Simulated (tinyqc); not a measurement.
Semiconductor laser, carrier and photon rate equations: one step of the calculation.

Carrier density N and photon density S in one mode: dN/dt = F1 = eta I/(q V) - (A N + B N^2 + C N^3) - vg g S; dS/dt = F2 = G vg g S + G be B N^2 - S/tp, with g = g0 ln(N/Ntr)/(1 + ec S). Output power P = Fo Eph S V/(G tp). No heating, no carrier transport.

Question. Steady state by Newton steps. Jacobian, with a = g0/(N (1 + ec S)) and d = g/(1 + ec S): J11 = -(A + 2 B N + 3 C N^2) - vg a S, J12 = -vg d, J21 = G vg a S + 2 G be B N, J22 = G vg d - 1/tp. Solve J d = -F and add d to (N, S).

Values chosen for this exercise: active volume V = 1.2e-11 cm^3; confinement factor G = 0.101; group velocity vg = 8.13e9 cm/s; gain coefficient g0 = 2600 1/cm; transparency density Ntr = 2.8e18 cm^-3; gain compression ec = 9.9e-18 cm^3; photon lifetime tp = 3 ps; defect recombination coefficient A = 1.8e8 1/s; radiative coefficient B = 6e-11 cm^3/s; Auger coefficient C = 1.1e-29 cm^6/s; share of spontaneous emission into the mode be = 9.8e-5; injection efficiency eta = 0.94; drive current I = 13 mA.

Constants: q = 1.602176634e-19 C. Results are converted to the units shown.

(N, S) at the start (Nth and the estimate of S): N (1e18 cm^-3) 3.273, S (1e15 cm^-3) 1.44

Wanted: F1, F2; J; (N, S) after iteration 1.

Answer.

F1, F2 (1e27 cm^-3/s): [0.05404, -0.006877]

J (1/ns):
```
         N       S
F1  -10.10   -3207
F2  0.9261  -9.398
```

(N, S) after iteration 1: N (1e18 cm^-3) 3.280, S (1e15 cm^-3) 1.434

Numbers from tinyqc (`OMP_NUM_THREADS=1 python tinyqc.py 2840127 2840128 out.jsonl`; about 0.01 s on one thread of a shared Intel Xeon 2.30GHz).
